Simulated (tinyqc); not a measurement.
Peierls distortion of a half-filled chain: sweeps and comparisons. A value that a table varies takes the place of the one given here.

Atoms move by +/- u, so bonds change by -/+ 2u and hoppings are t +/- 2 al u. Bands E = -/+ sqrt((2 t cos x)^2 + D^2 sin^2 x) with D = 4 al u, x = k a in (0, pi/2); the gap is 2D. Energy per atom at zero temperature: E(u) = -mean_x sqrt(...) + 2 K u^2; exactly, the mean is (4t/pi) E(1 - z^2), z = D/2t, E the complete elliptic integral of the second kind with parameter m. Coupling lambda = 2 al^2/(pi t K).

Constants: kB = 8.617333262e-05 eV/K.

Inputs chosen for the exercise: t = 2.81 eV (hopping of the even chain); al = 4.8 eV/angstrom (change of hopping with bond length); K = 19.9 eV/angstrom^2 (spring constant of a bond).

## Energy against distortion

Exact means; both parts are counted from u = 0.

Energies per atom:
```
u (angstrom)  gap (eV)  electrons (meV)  springs (meV)  total (meV)
0.0068           0.261            -4.49           1.84        -2.65
0.0171           0.657           -22.78          11.64       -11.14
0.0342           1.313           -74.38          46.55       -27.83
0.0512           1.966          -145.24         104.33       -40.91
0.0683           2.623          -231.68         185.66       -46.02
0.0854           3.279          -330.39         290.27       -40.12
0.1025           3.936          -439.29         418.15       -21.14
0.1196           4.593          -556.80         569.31        12.50
0.1503           5.772          -785.67         899.09       113.41
```

The ratio of electronic gain to elastic cost is 2.44 in the first row and 0.87 in the last: the gain goes as u^2 ln(1/u), so it wins at small u for any K. The total is lowest at u = 0.0683 angstrom and turns positive between 0.1025 and 0.1196.

## A coarse mesh hides or distorts the instability

u0 from the gap equation K = 4 al^2 mean(sin^2 x/|E|) on the mesh x_j = (j + 1/2) pi/(2N); 0 where it has no root.

Results:
```
N     u0 (angstrom)  gap (eV)  smallest |E| at u = 0 (eV)
1            0.0000     0.000                       3.974
2            0.0000     0.000                       2.151
3            0.0591     2.271                       1.455
4            0.0658     2.525                       1.096
6            0.0680     2.612                       0.734
8            0.0683     2.622                       0.551
12           0.0683     2.623                       0.368
20           0.0683     2.623                       0.221
40           0.0683     2.623                       0.110
4000         0.0683     2.623                       0.001
```

For N = 1 and 2 no distortion is found: the mesh leaves its own gap at u = 0, which cuts off the logarithm. u0 is within 1 % of the last row from N = 6 on; the mesh must resolve D = 1.312 eV, and the coherence length xi/a = 2t/D is 4.3.

## Closing of the gap with temperature

The gap equation gains the factor tanh(|E|/2kT); 4000 points; Tp is where its root reaches zero.

Results:
```
T/Tp  T (K)  u (angstrom)   u/u0
0.20   1639        0.0683  1.000
0.40   3279        0.0674  0.987
0.60   4918        0.0624  0.913
0.70   5738        0.0572  0.837
0.80   6557        0.0492  0.721
0.90   7377        0.0366  0.535
0.95   7787        0.0265  0.387
0.99   8115        0.0120  0.176
```

Tp = 8197 K

D(0)/(kB Tp) = 1.857, against 1.764 at weak coupling. u/u0 is 0.913 at 0.6 Tp and 0.535 at 0.9 Tp, and near Tp it goes as sqrt(1 - T/Tp): 2.20 between the last two rows against sqrt(5) = 2.24. In a single chain fluctuations forbid this transition; coupling between chains sets the real one, far lower.

## What moves the distortion

Exact means. Each row changes one parameter from the base and keeps the others.

Results:
```
case                     lambda  u0 (angstrom)  gap (eV)  E(u0) - E(0) (meV)
base                     0.2623         0.0683     2.623              -46.02
t = 2.951 eV             0.2498         0.0646     2.481              -39.50
al = 5.04 eV/angstrom    0.2892         0.0793     3.199              -67.19
K = 20.89 eV/angstrom^2  0.2499         0.0616     2.364              -37.68
```

The largest shifts from the base row, up to three for each result and ties (the steps differ in size, so this ranks the rows, not the parameters). lambda: al +0.0269, t -0.0125, K -0.0124. u0 (angstrom): al +0.0110, K -0.0067, t -0.0037. gap (eV): al +0.575, K -0.259, t -0.142. E(u0) - E(0) (meV): al -21.17, K +8.34, t +6.52.

tinyqc: `OMP_NUM_THREADS=1 python tinyqc.py 1652134 1652135 out.jsonl`; about 0.08 s, one thread, shared Intel(R) Xeon(R) Processor @ 2.30GHz.
